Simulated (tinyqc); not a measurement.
What each parameter does: model-solid line-up of a strained alloy layer on a substrate.

All values of the alloy are linear in x but the gap, Eg(x) = (1 - x) Eg_A + x Eg_B - C x (1 - x), and the valence edge, Ev(x) = (1 - x) Ev_A + x Ev_B + fv C x (1 - x); Ec = Ev + Eg. Ev is the top of the unstrained valence band on a scale common to all materials. In the layer only the Gamma valley of the conduction band is followed, also where an X or L valley would lie lower.

Coherent growth on a (110) face: e_par = (a_s - a)/a, e_perp = -(C11 + 3 C12 - 2 C44)/(C11 + C12 + 2 C44) e_par; exx = eyy = (e_par + e_perp)/2, ezz = e_par, exy = (e_perp - e_par)/2, eyz = ezx = 0.

Strained edges: Ec + ac tr(e); the valence edges are Ev plus the levels of the 6 x 6 matrix of X, Y, Z times spin with -Dso/3 + l exx + m (eyy + ezz) on the diagonal (cyclic), n exy off it, l = av + 2 b, m = av - b, n = sqrt(3) d. Spin-orbit term (Dso/3) L.sigma on X, Y, Z with (L_k)_ij = -i epsilon_kij: <X+|H|Y+> = -i Dso/3, <X+|H|Z-> = Dso/3, <Y+|H|Z-> = -i Dso/3, <Z+|H|X-> = -Dso/3, <Z+|H|Y-> = i Dso/3, <X-|H|Y-> = i Dso/3, and their conjugates; + and - are the spin along z.

dEc = Ec(substrate) - Ec(layer), dEv = Ev(layer) - Ev(substrate); positive values confine the carrier in the layer. Type I: both of one sign; type II: opposite signs; type III: the gaps do not overlap.

Inputs chosen for the exercise (A near GaAs, B near GaSb, substrate near InAs; shifted at random, so the results belong to these values and not to a real crystal):
- a = (5.655, 6.104) angstrom (lattice constant of A, B)
- Eg = (1.521, 0.813) eV (gap at Gamma to the s-like level of A, B)
- Dso = (0.344, 0.749) eV (spin-orbit splitting of A, B)
- Ev = (-0.79, -0.03) eV (top of the unstrained valence band of A, B)
- ac = (-7.25, -7.52) eV (conduction deformation potential of A, B)
- av = (1.16, 0.81) eV (valence hydrostatic potential of A, B)
- b = (-2, -1.98) eV (tetragonal shear potential of A, B)
- d = (-4.79, -4.71) eV (trigonal shear potential of A, B)
- C11 = (121.6, 87.9) GPa (of A, B)
- C12 = (55.9, 40.5) GPa (of A, B)
- C44 = (59.7, 42.7) GPa (of A, B)
- C = 1.438 eV (bowing of the gap)
- fv = 0.7 (share of the bowing taken by the valence edge)
- a_s = 6.066 angstrom (substrate)
- Eg_s = 0.42 eV (lowest gap of the substrate)
- Ev_s = -0.59 eV (substrate valence edge)
- face = 110 (growth face)
- x = 0.68 (fraction of B)

Strained gap, valence splitting and offsets.

One parameter was then changed.

Results before and after:

| case | gap (eV) | splitting (meV) | dEc (eV) | dEv (eV) |
|---|---|---|---|---|
| base | 0.4299 | 157.1 | -0.6549 | 0.6450 |
| changed | 0.4299 | 157.1 | -0.7175 | 0.7076 |

Which of these changes was made? (a) a_s = 6.046 angstrom; (b) C = 1.538 eV; (c) fv = 0.9; (d) av = (1.334, 0.932) eV; (e) Ev_s = -0.54 eV; (f) x = 0.66; (g) ac = (-8.337, -8.648) eV; (h) d = (-5.508, -5.416) eV.

Answer: (c) fv = 0.9. Of the candidates, run in turn, only this one gives the changed row.

All candidates:

| case | gap (eV) | splitting (meV) | dEc (eV) | dEv (eV) |
|---|---|---|---|---|
| base | 0.4299 | 157.1 | -0.6549 | 0.6450 |
| x = 0.66 | 0.4072 | 172.0 | -0.6348 | 0.6477 |
| a_s = 6.046 angstrom | 0.4880 | 125.6 | -0.6904 | 0.6224 |
| C = 1.538 eV | 0.4081 | 157.1 | -0.6484 | 0.6603 |
| fv = 0.9 | 0.4299 | 157.1 | -0.7175 | 0.7076 |
| Ev_s = -0.54 eV | 0.4299 | 157.1 | -0.6049 | 0.5950 |
| av = (1.334, 0.932) eV | 0.4264 | 157.1 | -0.6549 | 0.6485 |
| ac = (-8.337, -8.648) eV | 0.4018 | 157.1 | -0.6268 | 0.6450 |
| d = (-5.508, -5.416) eV | 0.4176 | 177.9 | -0.6549 | 0.6573 |

Run: tinyqc, `OMP_NUM_THREADS=1 python tinyqc.py 1050831 1050832 out.jsonl`; Intel(R) Xeon(R) Processor @ 2.30GHz, one thread, shared host; about 0.01 s of CPU time with all checks.
